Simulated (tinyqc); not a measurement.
Low-temperature mobility of a two-dimensional electron gas with static screening: one step, computed by the program tinyqc.

One subband is filled, the gas is degenerate and scatters at the Fermi circle; one permittivity serves on both sides of the interface. All formulas are in SI units, masses times m_0. Piezoelectric and polar phonons are left out, and n_s is taken as set by a gate, independent of N_i.

Problem. Remote charges. Form factors with u = q/b: screening G(q) = [1 + 9u/8 + 3u^2/8]/(1 + u)^3, remote charge P(q) = exp(-q d)/(1 + u)^3. Dielectric function eps(q) = 1 + q_TF G(q)/q, with q = 2 k_F sin(theta/2). Remote charges: <|U|^2> = N_i [e^2 P(q)/(2 eps eps_0 q)]^2. 1/tau_t = (m/(pi hbar^3)) int_0^pi (1 - cos theta) <|U|^2>/eps(q)^2 dtheta; the quantum rate 1/tau_q drops the factor (1 - cos theta); 200 Gauss-Legendre points in s with theta = pi s^2, s from 0 to 1; mu = e tau_t/m.

Inputs (values chosen for the exercise, modelled on an InAs channel): in-plane mass m = 0.0301 m_0; mass across the layer m_z = 0.0301 m_0; permittivity eps = 15.2; roughness height Delta = 0.71 nm; correlation length Lambda = 1.7 nm; remote charge density N_i = 7.6e+11 1/cm^2; distance d of the charges from the interface = 2 nm.

Wave function: Fang-Howard. Roughness spectrum: exponential.

k_F = 0.1941626 1/nm

b = 0.2407408 1/nm

q_TF = 0.07484310 1/nm

effective field F = 0.04059499 MV/cm

Constants: m_0 = 9.1093837015e-31 kg; hbar = 1.054571817e-34 J s; e = 1.602176634e-19 C; eps_0 = 8.8541878128e-12 F/m.

Give: tau_t, charges; tau_q, charges; remote-charge mobility; tau_t/tau_q, charges.

Solution.

tau_t, charges = 3.618 ps

tau_q, charges = 0.08209 ps

remote-charge mobility = 2.114e+05 cm^2/(V s)

tau_t/tau_q, charges = 44.07

Caution: E_F exceeds 1.1 (hbar^2 e^2 F^2/2 m_z)^(1/3), of the order of the first subband spacing (1.75 times that in a triangular well, less with self-consistent band bending), so a second subband may fill.
